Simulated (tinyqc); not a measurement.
# Layer from its matrix

Inverse problem. For (psi, psi'/m) a flat barrier below its edge has M = [[cosh Kd, (m/K) sinh Kd], [(K/m) sinh Kd, cosh Kd]], K = sqrt(m (U - E)/C), C = hbar^2/(2 m0). Its width is d = 1.9 nm. Find K, m and U.

Parameters, values chosen for the exercise: electron energy E = 0.25 eV.

Constants: q = 1.602176634e-19 C, hbar = 1.054571817e-34 J s, m0 = 9.1093837015e-31 kg, hbar^2/(2 m0) = 0.0380998212 eV nm^2. Results are converted to the units shown.

M of the layer (M12 in nm, M21 in 1/nm):
```
	1	2
1	2.1363723	0.15972558
2	22.313813	2.1363723
```

Solution. K = arcosh(M11)/d, m/K = sqrt(M12/M21), and U = E + C K^2/m.

K = 0.7328 1/nm
m = 0.06200 m0
U = 0.5800 eV

tinyqc, about 0.01 s, one thread, Intel Xeon 2.30GHz (shared host): `OMP_NUM_THREADS=1 python tinyqc.py 2560123 2560124 out.jsonl`
